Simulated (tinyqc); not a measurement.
## Ferroelectric switching, Landau-Khalatnikov equation: switching time against field

One domain: rho dP/dt = E - (2 al P + 4 be P^3), with al = -3 sqrt(3) Ec/(4 Pr), be = 3 sqrt(3) Ec/(8 Pr^3), so that the static loop has remanence Pr and coercive field Ec. With P in uC/cm^2, E in kV/cm, rho in ohm m and t in ns, dP/dt = [E - 2 al P - 4 be P^3]/(100 rho).

In the constant field E = Em the time to go from -Pr to 0 is the integral of dP/(dP/dt); tau = 100 rho/(-4 al). Near Ec the bottleneck estimate is pi 100 rho/sqrt(c (Em - Ec)) with c = 12 be Pr/sqrt(3); for large fields the time tends to 100 rho Pr/Em.

Inputs (values chosen for the exercise); remanent polarisation and coercive field close to those of a vinylidene fluoride copolymer films:
```
symbol,value,unit,meaning
Pr,8.2,uC/cm^2,remanent polarisation
Ec,470,kV/cm,static coercive field
rho,0.5,ohm m,viscosity of the polarisation
```

Switching time against field:
```
Em (kV/cm)	Em/Ec	time (ns)	time/tau	bottleneck estimate (ns)	large-field limit (ns)
475	1.011	11.82	70.41	12.53	0.8632
482	1.026	7.376	43.93	8.085	0.8506
497	1.057	4.677	27.86	5.390	0.8249
534	1.136	2.791	16.62	3.501	0.7678
619	1.317	1.603	9.550	2.294	0.6624
821	1.747	0.8543	5.089	1.495	0.4994
1290	2.745	0.4247	2.530	0.9781	0.3178
2400	5.106	0.1966	1.171	0.6375	0.1708
5000	10.64	0.08741	0.5207	0.4161	0.08200
```

The switching time falls from 11.8 to 0.0874 ns. Against Em - Ec it goes with exponent -0.54 between the first two rows (-1/2 at a saddle-node bottleneck) and -0.95 between the last two. The bottleneck estimate is 6.0 % above the time in the first row, the large-field limit 6.2 % below it in the last.

tinyqc, about 0.01 s, one thread, Intel Xeon 2.30GHz (shared host): `OMP_NUM_THREADS=1 python tinyqc.py 2860062 2860063 out.jsonl`
